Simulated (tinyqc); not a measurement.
# Off-state leakage of single and stacked transistors: what changes with what

n-channel devices of unit width. Subthreshold current I(Vg, Vs, Vd) = I0 (T/300 K)^0.5 exp[(Vg - Vs - VT(T) - gb (Vs - Vb) + dd (Vd - Vs))/(nf Vt)] (1 - exp(-(Vd - Vs)/Vt)), VT(T) = VT - cT (T - 300 K). Gate-edge tunnelling Ig (Vd/1 V) exp(ag (Vd - 1 V)), for a gate at 0 V, and band-to-band leakage Ab u exp(-Bb/u), u = Vd - Vb + 1 V, flow at a drain held at V; both are taken as independent of T. In a stack of off transistors (all gates at 0 V) the same subthreshold current passes through each.

Values chosen for this exercise; values of the order met in bulk silicon logic transistors: temperature T = 330 K; supply voltage V = 0.9 V; threshold at 300 K, zero drain and body bias VT = 0.26 V; fall of the threshold with temperature cT = 1 mV/K; current at threshold at 300 K I0 = 0.31 uA/um; slope factor nf = 1.35; drain-induced lowering per volt dd = 0.06; rise of the threshold per volt of source-body bias gb = 0.24; gate-edge tunnelling current at 1 V Ig = 5e-6 uA/um; exponential slope of the gate current ag = 5.4 1/V; prefactor of band-to-band leakage at the drain Ab = 300 uA/(um V); its exponential voltage Bb = 29 V; body voltage Vb = -0.3 V.

Constants: q = 1.602176634e-19 C, kB = 1.380649e-23 J/K, Vt = kB T/q. Results are converted to the units shown.

Each table varies one quantity; the others keep the values above.

## Subthreshold current against the height of the stack

All n gates at 0 V, bottom source at 0 V, top drain at V; node voltages follow from equal currents.

Subthreshold current against the height of the stack:

| n | I (nA/um) | reduction factor | drain voltage of the bottom device (mV) | source voltage of the top device (mV) | voltage across the top device (V) |
|---|---|---|---|---|---|
| 1 | 0.5088 | 1.000 | 900.0 | 0 | 0.9000 |
| 2 | 0.1073 | 4.741 | 45.96 | 45.96 | 0.8540 |
| 3 | 0.05983 | 8.503 | 17.88 | 63.21 | 0.8368 |
| 4 | 0.04149 | 12.26 | 11.26 | 74.02 | 0.8260 |
| 5 | 0.03175 | 16.02 | 8.239 | 81.92 | 0.8181 |
| 6 | 0.02572 | 19.78 | 6.499 | 88.14 | 0.8119 |

The second transistor cuts the current by a factor of 4.74, the third by a further 1.79 and the sixth by 1.23. The top device keeps 90.2 % of the supply at n = 6, while the drain voltage of the bottom one falls to 0.229 Vt.

## Leakage components against the supply voltage

Same model as above.

One transistor with Vg = Vs = 0, Vd = V; stack factor I(one)/I(two in series).

Leakage components against the supply voltage:

| V (V) | subthreshold (nA/um) | gate edge (nA/um) | band-to-band (nA/um) | total (nA/um) | stack factor | largest part |
|---|---|---|---|---|---|---|
| 0.5 | 0.27228 | 1.6801e-4 | 0.054378 | 0.32683 | 3.0338 | subthreshold |
| 0.6 | 0.31834 | 3.4598e-4 | 0.13402 | 0.45271 | 3.3693 | subthreshold |
| 0.7 | 0.37220 | 6.9265e-4 | 0.30261 | 0.67550 | 3.7596 | subthreshold |
| 0.8 | 0.43516 | 0.0013584 | 0.63378 | 1.0703 | 4.2134 | band-to-band |
| 0.9 | 0.50877 | 0.0026224 | 1.2438 | 1.7552 | 4.7411 | band-to-band |
| 1 | 0.59484 | 0.0050000 | 2.3065 | 2.9064 | 5.3545 | band-to-band |
| 1.1 | 0.69547 | 0.0094380 | 4.0701 | 4.7750 | 6.0675 | band-to-band |
| 1.2 | 0.81312 | 0.017668 | 6.8746 | 7.7053 | 6.8961 | band-to-band |
| 1.3 | 0.95067 | 0.032845 | 11.170 | 12.153 | 7.8590 | band-to-band |
| 1.4 | 1.1115 | 0.060698 | 17.532 | 18.705 | 8.9778 | band-to-band |

As V goes from 0.5 to 1.4, the total leakage rises from 0.327 to 18.7 nA/um. The subthreshold part leads at V = 0.5, the band-to-band part from 0.8 on. The reduction by a stack of two rises from 3.03 to 8.98, for the subthreshold part alone.

Program tinyqc, `OMP_NUM_THREADS=1 python tinyqc.py 2242183 2242184 out.jsonl`; Intel Xeon 2.30GHz, shared host, one thread, about 0.03 s.
